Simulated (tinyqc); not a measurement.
Gap voltage and exponent from three temperatures.

Problem. At constant current VBE(T) = Vg0 - a T - eta (kB T/q) ln T, where a is a constant. Find Vg0, eta and dVBE/dT at the middle temperature.

Constants: q = 1.602176634e-19 C, kB = 1.380649e-23 J/K. Results are converted to the units shown.

T (K): [233, 330, 390]
VBE at a constant current (V): [0.9027326352, 0.7662980181, 0.6776432386]

Solution. The relation is linear in Vg0, a and eta, so three points give a linear system; the slope is (VBE - Vg0 - eta kB T/q)/T. eta rests on the curvature of VBE(T) alone, so real fits need accuracy of some tens of microvolts or better.

Vg0 = 1.152 V
eta = 3.300
dVBE/dT = -1.453 mV/K

Numbers from tinyqc (`OMP_NUM_THREADS=1 python tinyqc.py 2062078 2062079 out.jsonl`; about 0.02 s on one thread of a shared Intel Xeon 2.30GHz).
